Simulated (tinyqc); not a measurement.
Worked calculation: plane-wave Kohn-Sham cycle with exchange-only LDA in a layered model solid. One step of it, computed by the program tinyqc.

Task: Iteration 2: levels at that k. Diagonalise the Hermitian matrix.

H (hartree), lower triangle:
```
           -3         -2         -1         +0         +1         +2        +3
-3   1.302070
-2  -0.156302   0.486401
-1   0.008271  -0.156302  -0.003001
+0   0.002180   0.008271  -0.156302  -0.166135
+1   0.001159   0.002180   0.008271  -0.156302  -0.003001
+2   0.000119   0.001159   0.002180   0.008271  -0.156302   0.486401
+3  -0.000082   0.000119   0.001159   0.002180   0.008271  -0.156302  1.302070
```

Give: eigenvalues.

Result:

eigenvalues (hartree): -0.3253  -0.0586  0.1090  0.5027  0.5129  1.3320  1.3321
